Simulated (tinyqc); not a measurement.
Free and trapped electrons in a MOS channel with a dense trap tail: two steps of the calculation.

p-type body, charge-sheet picture, full ionisation (an idealisation for deep acceptors), Boltzmann statistics for free electrons. e = Ec - EF at the surface. Acceptor-like traps of density D(E) = D0 + De exp(-E/Ew) at depth E below Ec, from 0 to Eu, hold n_t = integral of D(E)/(1 + exp((e - E)/Vt)). psi = Eg - Vt ln(Nv/Na) - e; N_dep = sqrt(2 eps0 eps_r Na (psi - Vt)/q); n_f = sqrt(N_dep^2 + 2 eps0 eps_r Vt Nc exp(-e/Vt)/q) - N_dep; Vg = Vfb + psi + q (N_dep + n_t + n_f)/Cox, Cox = eps0 eox/tox.

Inputs (values chosen for the exercise); band and dielectric values close to those of gallium nitride: temperature T = 300 K; band gap Eg = 3.4 eV; relative permittivity eps_r = 9.66; conduction-band density of states at T Nc = 2.27e18 cm^-3; valence-band density of states at T Nv = 4.57e19 cm^-3; relative permittivity of the insulator eox = 3.9; insulator thickness tox = 37 nm; acceptor density Na = 1.5e16 cm^-3; flat-band voltage without trapped charge Vfb = -2.35 V; constant background density of acceptor-like traps D0 = 2e11 cm^-2 eV^-1; density of the tail at the conduction edge De = 4.1e13 cm^-2 eV^-1; decay energy of the tail Ew = 0.11 eV; depth below Ec down to which the traps reach Eu = 0.57 eV; mobility of free electrons mf = 130 cm^2/(V s); Ec - EF at the surface e = 0.017 eV.

Constants: q = 1.602176634e-19 C, kB = 1.380649e-23 J/K, Vt = kB T/q, eps0 = 8.8541878128e-14 F/cm where lengths are in cm. Results are converted to the units shown.

Problem 1. Trapped charge. Trapezoid rule on 13 equal steps from 0 to Eu, f = 1/(1 + exp((e - E)/Vt)).

Wanted: E; D(E) f; n_t.

Solution 1.

```
point    E (eV)  D(E) f (cm^-2 eV^-1)
0             0             1.4061e13
1      0.043846             2.0474e13
2      0.087692             1.7536e13
3       0.13154             1.2453e13
4       0.17538             8.5056e12
5       0.21923             5.7854e12
6       0.26308             3.9505e12
7       0.30692             2.7177e12
8       0.35077             1.8900e12
9       0.39462             1.3345e12
10      0.43846             9.6152e11
11      0.48231             7.1117e11
12      0.52615             5.4313e11
13      0.57000             4.3033e11
```

n_t = 3.6878e12 cm^-2

Problem 2. Charges and gate voltage. psi, N_dep, n_f and Vg as defined, with the n_t given; free share n_f/(n_f + n_t); apparent mobility mf n_f/(n_f + n_t); gate voltage spent on traps q n_t/Cox.

n_t = 3.6877718e12 cm^-2

Find: psi; N_dep; n_f; Vg; free share; apparent mobility; gate voltage spent on traps.

Solution 2.

psi = 3.1756 V
N_dep = 7.1024e11 cm^-2
n_f = 2.0029e11 cm^-2
Vg = 8.7196 V
free share = 5.1514 %
apparent mobility = 6.6968 cm^2/(V s)
gate voltage spent on traps = 6.3309 V

tinyqc, about 0.02 s, one thread, Intel Xeon 2.30GHz (shared host): `OMP_NUM_THREADS=1 python tinyqc.py 2222230 2222231 out.jsonl`
